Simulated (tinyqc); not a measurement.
Gated graphene, quantum capacitance: one step of the calculation.

phi is the Fermi level above the Dirac point, in volts; Vg is counted from the gate voltage of charge neutrality. Ideal linear bands, no charge puddles.

Question. New phi. N0 = (2/pi)(kB T/(hbar vF))^2; n = N0 F1(phi/Vt), p = N0 F1(-phi/Vt), F1(e) = int_0^infinity u du/(1 + exp(u - e)) = -Li2(-exp(e)); Cq = q d(n - p)/dphi = (q N0/Vt) ln[2 (1 + cosh(phi/Vt))]. Newton: f = phi + q (n - p + Dit phi)/Cox - Vg, phi(new) = phi - f/(1 + (Cq + q Dit)/Cox).

Inputs (values chosen for the exercise); values close to those of graphene:
```
symbol,value,unit,meaning
T,300,K,temperature
vF,9.44e5,m/s,Fermi velocity
Dit,0,cm^-2 eV^-1,density of traps
Vg,-1.41,V,gate voltage
```

Constants: q = 1.602176634e-19 C, kB = 1.380649e-23 J/K, hbar = 1.054571817e-34 J s, Vt = kB T/q. Results are converted to the units shown.

phi at the start = -1.41 V
Cox = 0.54811639 uF/cm^2

Wanted: n; p; Cq; f; phi after iteration 1.

Answer.

n = 2.2659e-13 cm^-2
p = 1.6409e14 cm^-2
Cq = 37.251 uF/cm^2
f = -47.966 V
phi after iteration 1 = -0.71445 V

Computed by the program tinyqc: `OMP_NUM_THREADS=1 python tinyqc.py 2200126 2200127 out.jsonl`, one thread of a shared Intel Xeon 2.30GHz, about 0.01 s for the whole run.
